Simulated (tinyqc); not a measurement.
Effective-mass impurity with a central-cell term, in a basis of Slater functions: one step, computed by the program tinyqc. Command: `OMP_NUM_THREADS=1 python tinyqc.py 3006201 3006202 out.jsonl centralcell walk`. One thread of a shared host (Intel(R) Xeon(R) Processor @ 2.30GHz), about 0.01 s of CPU time with the checks.

The envelope obeys H = -nabla^2 - (2/r) [Z + A exp(-kappa r)] in effective units, with kappa = a*/lambda; positive A deepens the well near the core.

Question. Generalised eigenproblem. (T + V + W) c = E S c with c^T S c = 1 and the largest component positive.

Impurity: donor, one isotropic band.

kinetic T (Ry*):
```
           1          2
1     0.2916  0.5632208
2  0.5632208   2.452356
```

Coulomb V (Ry*):
```
           1          2
1      -1.08  -1.402657
2  -1.402657     -3.132
```

central cell W (Ry*):
```
               1             2
1  -5.732324e-04  -0.002792137
2   -0.002792137   -0.01360141
```

overlap S:
```
          1         2
1  1.000000  0.666029
2  0.666029  1.000000
```

Give: two lowest levels; coefficients of the lowest state; <T>; <W>.

Answer.

two lowest levels (Ry*): -0.9536  0.3061

coefficients of the lowest state: 0.6095  0.4847

<T> = 1.017 Ry*

<W> = -0.005058 Ry*
